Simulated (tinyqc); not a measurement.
## Interface states from two metals

Question. Schottky barriers follow phi = S (pM - chi) + (1 - S) E0, S = 1/(1 + q Ds dl/(eps0 ei)). Find S, E0 and Ds.

Values chosen for this exercise; material values close to those of gallium arsenide:
```
symbol,value,unit,meaning
chi,3.99,eV,electron affinity
dl,0.57,nm,thickness of the interface layer
ei,3.7,,its relative permittivity
```

Constants: q = 1.602176634e-19 C, eps0 = 8.8541878128e-14 F/cm where lengths are in cm. Results are converted to the units shown.

phi for pM = 4.35 and 5.03 eV (eV): [0.85491810, 1.1389836]

Answer. The slope is S, and either point then gives E0.

S = 0.4177
E0 = 1.210 eV
Ds = 5.000e13 cm^-2 eV^-1

tinyqc, about 0.01 s, one thread, Intel Xeon 2.30GHz (shared host): `OMP_NUM_THREADS=1 python tinyqc.py 2430055 2430056 out.jsonl`
